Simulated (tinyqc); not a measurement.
Deep-level transient spectroscopy: one step of the calculation.

Schottky contact on an n-type layer with shallow donors Nd (all ionised) and a donor-like deep trap, neutral when filled and positive when empty; depletion approximation. Traps within lam of the depletion edge stay filled. A long pulse to Vp fills the traps beyond x1 = Wp - lam; back at Vr those between x1 and x2 = Wr - lam emit. A rate window reads S = C(t2) - C(t1).

Problem. The transient. W(t)^2 = Wr^2 + (Nt/Nd)(x2^2 - x1^2) exp(-en t), C = eps0 eps_r/W; for small Nt, dC/C = -(Nt/2 Nd) G exp(-en t) with G = (x2^2 - x1^2)/Wr^2. S = C(t2) - C(t1).

Parameters, values chosen for the exercise; material values close to those of indium phosphide: relative permittivity eps_r = 12.6; shallow donor density Nd = 2.4e16 cm^-3; trap density Nt = 1.6e14 cm^-3; first sampling time t1 = 10 ms; second sampling time t2 = 25 ms.

Constants: eps0 = 8.8541878128e-14 F/cm where lengths are in cm. Results are converted to the units shown.

t, sample 0 to 6 (ms): 0  5  10  17.5  25  50  125
en = 20.057711 1/s
Wr = 768.90717 nm
G = (x2^2 - x1^2)/Wr^2 = 0.73570658

Wanted: C; C - C(final); S.

Solution.

```
sample  C (nF/cm^2)  C - C(final) (pF/cm^2)
0             14.47                  -35.45
1             14.48                  -32.08
2             14.48                  -29.03
3             14.48                  -24.98
4             14.49                  -21.50
5             14.50                  -13.03
6             14.51                   -2.90
```

S = 7.525 pF/cm^2

Numbers from tinyqc (`OMP_NUM_THREADS=1 python tinyqc.py 2050066 2050067 out.jsonl`; about 0.01 s on one thread of a shared Intel Xeon 2.30GHz).
